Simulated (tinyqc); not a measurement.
Inside a calculation. Model: hopping conduction between localised states. Computed by tinyqc, a small Python program that keeps every step. Command: `OMP_NUM_THREADS=1 python tinyqc.py 3008792 3008793 out.jsonl hop walk`. One thread of a shared host (Intel(R) Xeon(R) Processor @ 2.30GHz), about 0.01 s of CPU time with the checks. Intermediate numbers are printed to about 6 digits and carried at full precision; extremes and crossings named in words are read from the listed rows.

Energies are counted from the Fermi level. A small network shows the mechanism; the laws of an infinite system follow.

Inputs (values chosen for the exercise, for a model defective oxide):
```
quantity,value,unit
localisation length xi,1.4,nm
density of states g_0,9.5e+19,1/(eV cm^3)
permittivity eps,12,-
activation energy E_a to extended states,0.028,eV
prefactor of activated conduction,84,S/cm
prefactor of hopping,6.7,S/cm
conductance scale G_0,1,microsiemens
temperature T,18,K
```

Dimension: 3D.

sites of the small network (nm, nm, meV):
```
,x,y,energy
1,0,0.34,0.29
2,2.81,3.47,-2.99
3,6.11,2.6,2.18
4,9.39,0.19,-1.69
5,11.88,1.98,0.11
6,15,4.3,-0.26
```

Constants: k_B = 8.617333262e-05 eV/K; e^2/(4 pi eps_0) = 14.39964548 eV angstrom.

## Pair exponents

Miller-Abrahams exponent s_ij = 2 r_ij/xi + (|E_i| + |E_j| + |E_i - E_j|)/(2 k_B T); G_ij = G_0 exp(-s_ij). The diagonal is set to 0 and not used.

s_ij:
```
,1,2,3,4,5,6
1,0.0000,8.1236,10.7120,14.6925,17.3193,22.5173
2,8.1236,0.0000,8.2084,12.4308,15.1294,19.3822
3,10.7120,8.2084,0.0000,8.3095,9.6957,14.5032
4,14.6925,12.4308,8.3095,0.0000,5.5413,11.0244
5,17.3193,15.1294,9.6957,5.5413,0.0000,5.7929
6,22.5173,19.3822,14.5032,11.0244,5.7929,0.0000
```

## Kirchhoff solution

Site 1 is held at potential 1 and site 6 at 0; Kirchhoff's law sum_j G_ij (u_i - u_j) = 0 fixes the others; G = sum_j G_1j (1 - u_j). G_ij = G_0 exp(-s_ij).

potentials: [1.00000, 0.69719, 0.37767, 0.05458, 0.03377, 0.00000]

conductance G = 1.04055e-04 microsiemens

-ln(G/G_0) = 9.17059

## Critical path

Critical exponent s_c: the smallest value such that bonds with s_ij <= s_c connect site 1 with site 6.

critical exponent s_c = 8.30954

One such path is 1-2-3-4-5-6. -ln(G/G_0) = 9.17 against s_c = 8.31: several hops of similar difficulty lie in series.

## The network against temperature

Miller-Abrahams exponent s_ij = 2 r_ij/xi + (|E_i| + |E_j| + |E_i - E_j|)/(2 k_B T); G_ij = G_0 exp(-s_ij). Site 1 is held at potential 1 and site 6 at 0; Kirchhoff's law sum_j G_ij (u_i - u_j) = 0 fixes the others; G = sum_j G_1j (1 - u_j). The last column is the length of the critical bond.

Network:
```
T (K),-ln(G/G_0),s_c,critical hop (nm)
5.4,14.0313,13.9913,6.51458
8.1,11.9885,12.2822,3.41276
13.0,10.0793,9.4904,3.41276
18.0,9.1706,8.3095,4.07020
27.0,8.4052,7.4779,4.07020
45.0,7.8239,6.8548,4.20630
90.0,7.4144,6.4319,4.20630
270.0,7.1573,6.1500,4.20630
```

-ln(G/G_0) follows s_c within 1.1. The critical hop is 6.51 nm long at the lowest T and 4.21 nm at the highest: on cooling the carrier goes farther to find a site of nearer energy, which is variable-range hopping, though in so small a sample not at every step.

## Variable-range laws

Mott: T_M = 21.2/(k_B g_0 xi^3), exponent (T_M/T)^(1/4), mean hop r = (3/8) xi times the exponent. Efros-Shklovskii: T_ES = 2.8 e^2/(4 pi eps eps_0 k_B xi), exponent (T_ES/T)^(1/2). Coulomb gap width g_0^(1/2) (e^2/(4 pi eps eps_0))^(3/2). The numerical coefficients come from percolation theory and are given.

T_M = 943746 K

T_ES = 2785.02 K

Mott exponent = 15.1320

Efros-Shklovskii exponent = 12.4388

mean hop by the Mott formula = 7.94429 nm

Coulomb gap = 12.8120 meV

The larger exponent, here Mott, is the one that limits; the two are equal at T = 8.22 K, below which the Coulomb gap rules.

## Total conductivity

sigma = s_1 exp(-E_a/k_B T) + s_2 exp(-larger of the two exponents); reduced activation energy w = d ln(sigma)/d ln(T) by a central difference of +/- 1 %.

activated part = 1.21513e-06 S/cm

hopping part = 1.79614e-06 S/cm

conductivity = 3.01128e-06 S/cm

reduced activation energy w = 9.53811

Hopping carries 60 %. For sigma = s exp(-(T_0/T)^p), w = p (T_0/T)^p, so the slope of ln w against ln T gives -p.

Checks made by the program: current leaving the first site against current entering the last (relative difference below 1e-10).
